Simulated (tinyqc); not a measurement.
Hot carriers by balance equations with a heated Maxwellian. Changing the optical or intervalley deformation potential D_o. Computed by tinyqc, a small Python program. Command: `OMP_NUM_THREADS=1 python tinyqc.py 3001770 3001771 out.jsonl hot sweep`. One thread of a shared host (Intel(R) Xeon(R) Processor @ 2.30GHz), about 0.04 s of CPU time with the checks.

The carriers follow a Maxwellian at an electron temperature T_e, slightly displaced; the drift energy is neglected against k_B T_e. The balance averages the rate, not the time, so mu_0 lies below the relaxation-time value.

Inputs (values chosen for the exercise, modelled on electrons in germanium):
```
quantity                            value    unit
effective mass m                    0.226     m_0
density rho                          5323  kg/m^3
sound velocity v_l                   5250     m/s
acoustic deformation potential D_A     11      eV
phonon energy hbar w                 30.7     meV
final valleys Z_f                       3       -
lattice temperature T                 300       K
electric field F                      0.7   kV/cm
iteration cap                         300       -
```

Band: parabolic. Solver: Newton.

Constants: k_B = 8.617333262e-05 eV/K; k_B = 1.380649e-23 J/K; e = 1.602176634e-19 C; hbar = 1.054571817e-34 J s; m_0 = 9.1093837015e-31 kg; hbar = 6.582119569e-16 eV s.

Method:
- Parabolic band: E = hbar^2 k^2/(2 m), speed v = hbar k/m, states per spin, volume and energy g(E) = m k/(2 pi^2 hbar^2). Masses are multiplied by m_0 and all formulas are in SI units.
- Phonon occupation N_q = 1/(exp(hbar w/(k_B T)) - 1).
- Acoustic deformation potential (elastic, equipartition, absorption and emission together): 1/tau = 2 pi k_B T D_A^2 g(E)/(hbar rho v_l^2).
- Optical or intervalley deformation potential: 1/tau = (pi Z_f D_o^2/(rho w)) [N_q g(E + hbar w) + (N_q + 1) g(E - hbar w)], with g = 0 below the band edge.
- Averages over the Maxwellian, <y> = int y x^(1/2) exp(-x) dx / int x^(1/2) exp(-x) dx with x = E/(k_B T_e), split at x_0 = hbar w/(k_B T_e): 64 Gauss-Legendre points in sqrt(x) below it and 128 in sqrt(x - x_0) above it, up to x = 32. Momentum balance: mu(T_e) = e/(m nu), nu = <x (sum of rates)>/<x>. Power lost per carrier: P(T_e) = hbar w <emission rate - absorption rate> + <(2 m v_l^2/(k_B T)) (E - 2 k_B T) acoustic rate>.
- Energy relaxation time at weak heating: tau_E = (3/2) k_B / (dP/dT_e), the derivative by a central difference of +/- 0.5 K at T_e = T.
- Newton: h(T_e) = P - e mu F^2, T_new = T_e - h/h', with h' by a central difference of +/- 0.5 K, limited to the range T to 3 T_e.
- Start at T_e = 1.5 T; stop when T_e moves by less than 1e-6 K or exceeds 1e6 K.
- v = mu(T_e) F; warm-carrier coefficient (mu/mu_0 - 1)/F^2.

One run for each value; columns: (1) optical or intervalley deformation potential D_o (1e8 eV/cm); (2) drift velocity (1e7 cm/s); (3) electron temperature T_e (K); (4) energy relaxation time tau_E (ps); (5) low-field mobility mu_0 (cm^2/(V s)):
```
(1)       (2)     (3)     (4)     (5)
1.0   0.13675  537.47  31.669  2624.2
1.5   0.14680  435.18  16.350  2539.7
2.2   0.14950  367.96   8.166  2380.7
3.2   0.13957  330.62   3.996  2106.0
4.7   0.11489  311.79   1.884  1680.4
6.9   0.08126  303.89   0.881  1170.8
10.0  0.05037  301.15   0.421   721.6
15.0  0.02635  300.27   0.188   376.7
```

Over the rows, drift velocity (1e7 cm/s) goes from 0.137 through a maximum among these rows, 0.149 at 2.20, to 0.0264; electron temperature T_e (K) falls from 537 to 300 (exponent d ln y / d ln x -0.52 between the first rows and -0.0072 between the last); energy relaxation time tau_E (ps) falls from 31.7 to 0.188 (exponent d ln y / d ln x -1.6 between the first rows and -2.0 between the last).

Extremes, crossings and ranges named in words are read from the listed rows.
